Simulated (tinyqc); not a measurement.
Resistance of a tapered via with liner, size effect and interface: one step of the calculation.

A round via whose diameter grows from db at the bottom as D(z) = db + 2 z/tan(ang). The fill, of diameter D - 2 tl, starts above the bottom liner (thickness fb tl) and has rho = rho0 (1 + ks lam/(D - 2 tl)); the sidewall liner conducts in parallel with it. The bottom liner and the interface are crossed over the full area pi db^2/4. Spreading in the lines above and below is left out.

Question. Total resistance. R_fill = sum of the slices; R_bottom = rl fb tl/(pi db^2/4); R_interface = ri/(pi db^2/4); ballistic (Sharvin) limit 1/(Sb pi (db - 2 tl)^2/4); ideal cylinder rho0 hv/(pi db^2/4).

Inputs (values chosen for the exercise); fill metal close to molybdenum: diameter at the bottom db = 25 nm; height hv = 93 nm; bulk resistivity of the fill rho0 = 5.26 uohm cm; liner on the sidewall tl = 0 nm; liner at the bottom over that on the sidewall fb = 1; resistivity of the liner rl = 220 uohm cm; interface resistivity at the bottom ri = 8.6e-13 ohm cm^2; ballistic conductance per area, about 3/(4 rho0 lam) Sb = 1.3e15 S/m^2.

slice resistance, slice 0 to 8 (ohm): 1.7585772  1.5922866  1.4480005  1.3220603  1.2115290  1.1140281  1.0276161  0.95069603  0.88194566

Find: parts; R; shares; ballistic limit; ideal cylinder.

Answer.

parts (ohm): fill 11.31, bottom liner 0, interface 0.1752
R = 11.48 ohm
shares (%): fill 98.47, bottom liner 0.00, interface 1.53
ballistic limit = 1.567 ohm
ideal cylinder = 9.965 ohm

The fill is the largest part, and R is 1.15 times the ideal cylinder. With 2000 slices R = 11.487 ohm.

tinyqc, about 0.01 s, one thread, Intel Xeon 2.30GHz (shared host): `OMP_NUM_THREADS=1 python tinyqc.py 2750072 2750073 out.jsonl`
